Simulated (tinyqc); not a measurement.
## Mobility and threshold from two currents

Inverse problem. In the linear region I = mu Cox (W/L) [(Vgs - VT) Vds - m Vds^2/2], Cox = eps0 eox/tox. Find mu and VT.

Values chosen for this exercise:

| symbol | value | unit | meaning |
|---|---|---|---|
| eox | 3.71 |  | relative permittivity of the gate insulator |
| tox | 9.5 | nm | insulator thickness |
| W | 2 | um | gate width |
| L | 1 | um | gate length |

Constants: eps0 = 8.8541878128e-14 F/cm where lengths are in cm. Results are converted to the units shown.

I at Vgs = 0.67 and 1.17 V, Vds = 0.05 V (uA): 4.1917802  9.8971392
m = 1.1737954

Answer. The slope dI/dVgs is mu Cox (W/L) Vds; the line meets zero current at VT + m Vds/2.

mu = 330.0 cm^2/(V s)
VT = 0.2733 V

Computed by the program tinyqc: `OMP_NUM_THREADS=1 python tinyqc.py 2360170 2360171 out.jsonl`, one thread of a shared Intel Xeon 2.30GHz, about 0.04 s for the whole run.
